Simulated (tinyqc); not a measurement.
Worked calculation: q-state Potts model on a small periodic square lattice: enumeration, Metropolis, heat-bath and Wolff steps. Computed by tinyqc, a small Python program that keeps every step. Command: `OMP_NUM_THREADS=1 python tinyqc.py 3110062 3110063 out.jsonl potts walk`. One thread of a shared host (Intel(R) Xeon(R) Processor @ 2.30GHz), about 0.04 s of CPU time with the checks. Intermediate numbers are printed to about 6 digits and carried at full precision; extremes and crossings named in words are read from the listed rows.

E = -J x (number of nearest-neighbour bonds with equal states); n x n sites with periodic edges have 2 n^2 bonds. Order parameter m = (q f - 1)/(q - 1), f being the largest share of one state. Sites are numbered row by row from 0. Here q = 3 and n = 3.

Inputs (values chosen for the exercise, for a model of domains or grain orientations):

| quantity | value | unit |
|---|---|---|
| number of states q | 3 | - |
| edge n | 3 | - |
| coupling J | 53 | meV |
| temperature T | 598 | K |
| seed | 956042 | - |

Update: Wolff cluster.

Constants: k_B = 8.617333262e-05 eV/K.

## Scales

K = J/(k_B T); the infinite square lattice orders at K_c = ln(1 + sqrt(q)); Wolff bond probability p = 1 - exp(-K).

K = 1.02849

K_c = 1.00505

T_c of the infinite lattice = 611.948 K

p = 0.642455

## Density of states

All q^(n^2) states are counted by their number b of equal bonds; weights g(b) exp(K b), K = J/(k_B T). Per site: u = -J <b>/n^2, c/k_B = K^2 (<b^2> - <b>^2)/n^2.

States by number of equal bonds:

| b | g(b) | probability |
|---|---|---|
| 0 | 12 | 2.33110e-08 |
| 2 | 540 | 8.20563e-06 |
| 3 | 936 | 3.97798e-05 |
| 4 | 3240 | 3.85125e-04 |
| 5 | 3996 | 1.32847e-03 |
| 6 | 3348 | 3.11301e-03 |
| 7 | 3240 | 8.42577e-03 |
| 8 | 2592 | 1.88525e-02 |
| 9 | 660 | 1.34260e-02 |
| 10 | 810 | 4.60848e-02 |
| 11 | 108 | 1.71856e-02 |
| 12 | 144 | 6.40875e-02 |
| 14 | 54 | 1.87994e-01 |
| 18 | 3 | 6.39069e-01 |

The most probable level has b = 18 of 18 bonds.

## Exact averages

ln Z = ln sum g(b) exp(K b); entropy per site s/k_B = (ln Z - K <b>)/n^2.

<b> = 15.9117

energy u = -93.7024 meV/site

heat capacity c = 1.11625 k_B/site

entropy s = 0.410458 k_B/site

## Order parameter

The same sums with m: <m> and the Binder ratio U = 1 - <m^4>/(3 <m^2>^2).

<m> = 0.885111

Binder ratio U = 0.629302

## One Wolff cluster

start states:
```
   1  2  3
1  0  1  1
2  1  0  0
3  1  0  2
```

random numbers, used in turn: 0.8855  0.5121  0.7775  0.4958  0.3686  0.6923  0.8754  0.3449  0.0551  0.3216  0.4052  0.4147  0.6267  0.3161  0.4957  0.2410  0.6891  0.0278  0.0896  0.2383  0.1335  0.7702  0.9497  0.5045  0.3168  0.4046  0.3034  0.7042  0.5096  0.0231  0.4254  0.8171  0.0047  0.9029  0.7629  0.6636  0.9879  0.4422

Seed site = floor(r n^2); new state = (old + 1 + floor(r (q - 1))) mod q. Sites are taken first in, first out; each neighbour (right, left, below, above) with the seed state and not yet in the cluster joins if the next r < p. The cluster then takes the new state.

Bonds tested:

| from | to | r | result |
|---|---|---|---|
| 7 | 4 | 0.7775 | no |

seed site = 7

cluster size = 1

states afterwards:
```
   1  2  3
1  0  1  1
2  1  0  0
3  1  2  2
```

## A longer run and its error bar

After 400 updates are discarded, b is recorded for 4000 cluster flips of the update named (random numbers not printed, so these rows are one sample). Records are averaged in blocks; the error is the scatter of block means over sqrt(number of blocks), and the last column its square over that for single records.

Blocking:

| block length | mean b | error | variance ratio |
|---|---|---|---|
| 1 | 15.825 | 0.050829 | 1.00000 |
| 4 | 15.825 | 0.083029 | 2.66831 |
| 16 | 15.825 | 0.109516 | 4.64223 |
| 40 | 15.825 | 0.122951 | 5.85112 |
| 100 | 15.825 | 0.115588 | 5.17130 |

The run gives 15.825 +/- 0.123 (blocks of 40) against the exact 15.912, a difference of 0.7 error bars. Single records understate the error by a factor of about 2.4, because successive records are correlated.

## Across the transition

m and U = 1 - <m^4>/(3 <m^2>^2) from the same sums; K = K_c T_c/T.

Exact values for this lattice:

| T/T_c | share of equal bonds | c (k_B/site) | <m> | U |
|---|---|---|---|---|
| 0.50 | 0.998601 | 0.04719 | 0.998909 | 0.666444 |
| 0.70 | 0.982993 | 0.32242 | 0.985444 | 0.663094 |
| 0.85 | 0.943806 | 0.75234 | 0.947663 | 0.651693 |
| 0.95 | 0.898668 | 1.05149 | 0.900833 | 0.635291 |
| 1.00 | 0.871061 | 1.16200 | 0.871111 | 0.623767 |
| 1.10 | 0.810163 | 1.25683 | 0.803462 | 0.594241 |
| 1.25 | 0.719837 | 1.12255 | 0.699092 | 0.538551 |
| 1.50 | 0.606977 | 0.69923 | 0.563549 | 0.444315 |
| 2.00 | 0.497909 | 0.26539 | 0.429633 | 0.331377 |
| 3.00 | 0.425694 | 0.07972 | 0.343875 | 0.269760 |

c is largest, 1.26 k_B, at T/T_c = 1.1: on so small a lattice the transition is a broad bump. At T_c the infinite lattice has a share (1 + 1/sqrt(q))/2 = 0.789 of equal bonds, against 0.871 here. <m> stays at 0.34 at 3 T_c, since the largest share among 9 sites always exceeds 1/q on average.

Checks made by the program: number of states (relative difference below 1e-10).
